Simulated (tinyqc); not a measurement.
Two-band k.p model of the Delta valleys near the X point under shear strain: sweeps and comparisons. A value that a table varies takes the place of the one given here.

Valley pair on the [001] axis, kz counted from the X point, c = hbar^2/2m0, k0 = kx0 2 pi/a. H = (c kz^2/ml + c (kx^2 + ky^2)/mt + c k0^2/ml) 1 + (2 c k0 kz/ml) sigma_z + (D exy - 2 c kx ky/Mp) sigma_x, so E = c kz^2/ml + c (kx^2 + ky^2)/mt + c k0^2/ml -/+ sqrt((2 c k0 kz/ml)^2 + (D exy - 2 c kx ky/Mp)^2). Without strain the lower band has its minima, E = 0, at kz = +/- k0. Shifts from diagonal strain are left out.

For |eta| < 1: k_min = k0 sqrt(1 - eta^2), E_min = -Delta eta^2/2, ml(eta) = ml/(1 - eta^2), 1/m[110] = 1/mt + eta/Mp, 1/m[1-10] = 1/mt - eta/Mp. For |eta| > 1 the minimum sits at X: E_min = -Delta (2 |eta| - 1)/2, ml(eta) = ml/(1 - 1/|eta|), and eta is replaced by its sign in the transverse masses. Here Delta = 2 c k0^2/ml and eta = D exy/Delta.

s11 = (C11 + C12)/((C11 - C12)(C11 + 2 C12)), s12 = -C12/((C11 - C12)(C11 + 2 C12)), s44 = 1/C44; exx = s11 sxx + s12 (syy + szz) and cyclic, exy = s44 sxy/2; tension is positive. A uniaxial stress X along the unit vector n is s_ij = X n_i n_j.

Constants: hbar^2/2m0 = 3.80998211 eV angstrom^2; kB = 8.617333262e-05 eV/K.

Inputs chosen for the exercise (near those of Si; not measured data):
- a = 5.421 angstrom (lattice constant)
- ml = 0.909 m0 (longitudinal mass)
- mt = 0.192 m0 (transverse mass)
- kx0 = 0.156 2 pi/a (distance of the minimum from X)
- D = 12.8 eV (shear deformation potential)
- Mp = 0.239 m0 (coupling mass)
- C11 = 166.4 GPa
- C12 = 63.7 GPa
- C44 = 80.2 GPa
- Xu = 9.49 eV (uniaxial potential)
- T = 350 K (temperature)
- exy = 0.0015 (shear strain)

## Sweep of the shear strain

Delta = 2 c k0^2/ml, eta = D exy/Delta.

The minimum:

| exy | eta | k_min/k0 | E_min (meV) | ml(eta) | m[110] | m[1-10] | density-of-states mass |
|---|---|---|---|---|---|---|---|
| 0.0000 | 0.000 | 1.000 | 0.0 | 0.909 | 0.1920 | 0.1920 | 0.322 |
| 0.0021 | 0.098 | 0.995 | -1.3 | 0.918 | 0.1780 | 0.2084 | 0.324 |
| 0.0054 | 0.252 | 0.968 | -8.7 | 0.971 | 0.1597 | 0.2408 | 0.334 |
| 0.0107 | 0.500 | 0.866 | -34.2 | 1.212 | 0.1370 | 0.3208 | 0.376 |
| 0.0161 | 0.752 | 0.659 | -77.5 | 2.092 | 0.1197 | 0.4850 | 0.495 |
| 0.0193 | 0.901 | 0.433 | -111.3 | 4.850 | 0.1114 | 0.6960 | 0.722 |
| 0.0257 | 1.200 | 0.000 | -191.9 | 5.446 | 0.1065 | 0.9763 | 0.827 |
| 0.0343 | 1.602 | 0.000 | -302.0 | 2.419 | 0.1065 | 0.9763 | 0.631 |

What does this show?

The valleys reach X at eta = 1, that is exy = 0.0214. The shift is quadratic up to eta = 1 (-8.7 meV at eta = 0.25, -34.2 meV at 0.50) and linear beyond, while 1/m[110] rises linearly, taking m[110] from 0.192 to its floor 0.1065, a gain of 80 % in 1/m. ml(eta) diverges at eta = 1; the largest value listed is 5.45. A deformation-potential model with fixed masses misses all of this.

## Tension along [110]: repopulation and mass change

The z valleys move against the x and y valleys by Xu (ezz - exx) and, through the shear, by E_min. Share of the z valleys n = w/(w + 2 exp(dE/kT)), dE the total relative shift, w = sqrt(ml(eta) m[110] m[1-10]/(ml mt^2)). Along [110]: 1/m_c = n/m[110] + (1 - n)(1/ml + 1/mt)/2. Fixed masses means E_min = 0, w = 1, m[110] = mt. Gains are against 3/(1/ml + 2/mt) at a fixed scattering time.

Results:

| X (GPa) | Xu (ezz - exx) (meV) | E_min (meV) | m[110] | m_c fixed masses | m_c with shear | gain fixed (%) | gain with shear (%) |
|---|---|---|---|---|---|---|---|
| 0.00 | 0.0 | 0.0 | 0.1920 | 0.2605 | 0.2605 | 0.0 | 0.0 |
| 0.25 | -11.6 | -0.2 | 0.1865 | 0.2486 | 0.2444 | 4.8 | 6.6 |
| 0.50 | -23.1 | -0.7 | 0.1814 | 0.2370 | 0.2276 | 9.9 | 14.4 |
| 1.00 | -46.2 | -2.9 | 0.1719 | 0.2179 | 0.1970 | 19.5 | 32.2 |
| 1.50 | -69.3 | -6.5 | 0.1633 | 0.2056 | 0.1747 | 26.7 | 49.1 |
| 2.00 | -92.4 | -11.6 | 0.1556 | 0.1987 | 0.1602 | 31.1 | 62.7 |
| 3.00 | -138.6 | -26.1 | 0.1421 | 0.1935 | 0.1427 | 34.6 | 82.6 |

How do the results move?

At 1 GPa repopulation alone gives 19.5 % and the shear terms raise it to 32.2 %. From 2 to 3 GPa the fixed-mass gain grows by 3.5 points, towards its ceiling of 35.7 % when all electrons sit in the z valleys, whereas the gain with shear grows by 19.9 points because m[110] keeps falling.

## What each parameter does

Delta = 2 c k0^2/ml, eta = D exy/Delta. Each row changes one parameter from the base and keeps the others.

Results:

| case | eta | E_min (meV) | ml(eta) (m0) | m[110] (m0) | m[1-10] (m0) |
|---|---|---|---|---|---|
| base | 0.0701 | -0.67 | 0.9135 | 0.1818 | 0.2035 |
| ml = 0.97263 m0 | 0.0750 | -0.72 | 0.9781 | 0.1811 | 0.2043 |
| mt = 0.20544 m0 | 0.0701 | -0.67 | 0.9135 | 0.1938 | 0.2186 |
| kx0 = 0.16692 2 pi/a | 0.0612 | -0.59 | 0.9124 | 0.1830 | 0.2019 |
| D = 13.696 eV | 0.0750 | -0.77 | 0.9141 | 0.1811 | 0.2043 |
| Mp = 0.25573 m0 | 0.0701 | -0.67 | 0.9135 | 0.1824 | 0.2027 |
| exy = 0.00161 | 0.0752 | -0.77 | 0.9142 | 0.1811 | 0.2043 |

What can be read from the table?

The largest shifts from the base row, up to three for each result and ties (the steps differ in size, so this ranks the rows, not the parameters). eta: kx0 -0.0089, exy +0.0051, ml +0.0049, D +0.0049; unchanged at the printed digits by mt and Mp. E_min (meV): exy -0.10, D -0.10, kx0 +0.09; unchanged at the printed digits by mt and Mp. ml(eta) (m0): ml +0.0646, kx0 -0.0011, exy +0.0007, D +0.0007; unchanged at the printed digits by mt and Mp. m[110] (m0): mt +0.0120, kx0 +0.0012, exy -0.0007, ml -0.0007, D -0.0007. m[1-10] (m0): mt +0.0152, kx0 -0.0015, exy +0.0009, ml +0.0009, D +0.0009.

Computed by tinyqc, a small Python program: `OMP_NUM_THREADS=1 python tinyqc.py 1081125 1081126 out.jsonl` (the numbers bound the seed that draws the inputs); one thread of a shared host (Intel(R) Xeon(R) Processor @ 2.30GHz), about 0.01 s for the whole set of steps.
